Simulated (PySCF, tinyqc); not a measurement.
Inside a calculation. Method: FCI on RHF in the sto-6g basis, for H3-, spin multiplicity 1. The basis has no diffuse functions, so it cannot describe the extra electron: this is an exercise in the method, not the real anion. The lowest restricted solution is unstable here: a spin-polarised one lies 0.1554 hartree lower (PySCF). One step of it, computed by the program tinyqc.

Problem. FCI: determinants and Hamiltonian. Slater-Condon rules over spin orbitals, with the nuclear repulsion added and E(HF) subtracted on the diagonal.

one-electron integrals over orbitals h = C^T H C (hartree):
```
[[-1.427077, 0.000000, 0.063293],
 [0.000000, -1.032005, 0.000000],
 [0.063293, 0.000000, -1.042089]]
```

Two-electron integrals over orbitals (pq|rs), unique and non-zero (hartree):
```
(11|11) 0.530913    (21|21) 0.114033    (22|11) 0.472533    (22|22) 0.603667
(31|11) 0.051506    (31|22) -0.113722   (31|31) 0.169281    (32|21) -0.112644
(32|32) 0.119344    (33|11) 0.527973    (33|22) 0.471187    (33|31) 0.064803
(33|33) 0.547840
```

nuclear repulsion = 1.18306439 hartree

Hartree-Fock energy = -0.93845295 hartree

Give: determinants; H - E(HF) between determinants.

Solution.

Occupation strings over the orbitals (2 doubly, a alpha, b beta, 0 empty; spin orbitals ordered 1a 1b 2a 2b ...): 220 2ab a2b 2ba b2a 202 ab2 ba2 022

H - E(HF) between determinants (hartree), order 220, 2ab, a2b, 2ba, b2a, 202, ab2, ba2, 022:
```
[[0.0000, 0.0000, 0.0000, 0.0000, 0.0000, 0.1193, 0.0000, 0.0000, 0.1693],
 [0.0000, -0.0869, 0.0000, -0.1193, 0.0000, 0.0000, -0.1126, 0.1785, 0.0000],
 [0.0000, 0.0000, 0.3740, 0.0000, -0.1693, 0.1126, 0.0000, 0.0000, 0.0133],
 [0.0000, -0.1193, 0.0000, -0.0869, 0.0000, 0.0000, 0.1785, -0.1126, 0.0000],
 [0.0000, 0.0000, -0.1693, 0.0000, 0.3740, -0.1126, 0.0000, 0.0000, -0.0133],
 [0.1193, 0.0000, 0.1126, 0.0000, -0.1126, 0.0353, 0.0000, 0.0000, 0.1140],
 [0.0000, -0.1126, 0.0000, 0.1785, 0.0000, 0.0000, 0.3083, -0.1140, 0.0000],
 [0.0000, 0.1785, 0.0000, -0.1126, 0.0000, 0.0000, -0.1140, 0.3083, 0.0000],
 [0.1693, 0.0000, 0.0133, 0.0000, -0.0133, 0.1140, 0.0000, 0.0000, 0.7709]]
```
